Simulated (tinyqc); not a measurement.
Raman line shape of confined optical phonons and breathing modes of small crystals: one step, computed by the program tinyqc.

Confinement in 3 direction(s) lets phonons with q away from zero scatter light. q is in units of 2 pi/a, from 0 to 1, and the branch is isotropic: omega(q)^2 = (omega_0^2 + omega_X^2)/2 + ((omega_0^2 - omega_X^2)/2) cos(pi q). The model and its constant beta are phenomenological; beta = 8 is the common choice.

Question. Range of wave vectors. Weight W(q) = q^2 exp(-(2 L q/a)^2/(2 beta)) dq, that is exp(-k^2 L^2/(2 beta pi^2)) for k = 2 pi q/a. Width q_c = a sqrt(2 beta)/(2 L), where the exponential falls to 1/e; curvature of the branch: omega(q) = omega_0 - c q^2, c = pi^2 (omega_0^2 - omega_X^2)/(8 omega_0); for small q_c the mean of q^2 is (number of confined directions) q_c^2/2, and the mean shift is -c times that.

Inputs (values chosen for the exercise, modelled on diamond):
```
quantity                                value      unit
bulk frequency omega_0                   1331      1/cm
frequency at the zone boundary omega_X   1190      1/cm
lattice constant a                      3.567  angstrom
size L                                     12        nm
confinement constant beta                   4         -
```

Shape: sphere.

Give: q_c; curvature c; mean shift, quadratic estimate; omega(q_c) - omega_0.

Answer.

q_c = 0.042037 2 pi/a

curvature c = 329.48 1/cm

mean shift, quadratic estimate = -0.87335 1/cm

omega(q_c) - omega_0 = -0.58152 1/cm
